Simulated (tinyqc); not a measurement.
From a target wavelength to the width: optical transitions of a finite quantum well.

Problem. Which width puts the e1-hh1 edge, hc/(Eg + e1 + hh1), at the wavelength below?

Each carrier sees a square well of width L with its own depth V and masses m (inside), mb (outside); c = hbar^2/2m0, k = sqrt(m E/c), kappa = sqrt(mb (V - E)/c), and level n solves k L + 2 atan[(k/m)/(kappa/mb)] = n pi. The envelope is cos(kz) for odd n and sin(kz) for even n inside, joins exp(-kappa (|z| - L/2)) outside, and is normalised to 1. Excitons and band mixing are left out.

Constants: hbar^2/2m0 = 3.80998211 eV angstrom^2; hc = 1239.841984 eV nm.

Parameters, chosen for this exercise (near those of a GaAs well in AlGaAs; shifted at random, so the results belong to these values and not to a real crystal): Eg = 1.513 eV (gap of the well); Vc = 0.283 eV (conduction offset); Vv = 0.15 eV (valence offset); me = 0.0658 m0 (electron, well); meb = 0.096 m0 (electron, barrier); mh = 0.349 m0 (heavy hole along z, well); mhb = 0.419 m0 (heavy hole, barrier).

edge wavelength = 778.721 nm

Find: e1 + hh1 needed; L; e1; hh1.

Solution. Both confinement energies fall steadily with L, so their sum meets the target once; bisection in L finds it.

e1 + hh1 needed = 79.2 meV
L = 61.0 angstrom
e1 = 62.3 meV
hh1 = 16.9 meV

(tinyqc, `OMP_NUM_THREADS=1 python tinyqc.py 1282723 1282724 out.jsonl`, Intel(R) Xeon(R) Processor @ 2.30GHz, 1 thread, shared host, about 0.07 s.)
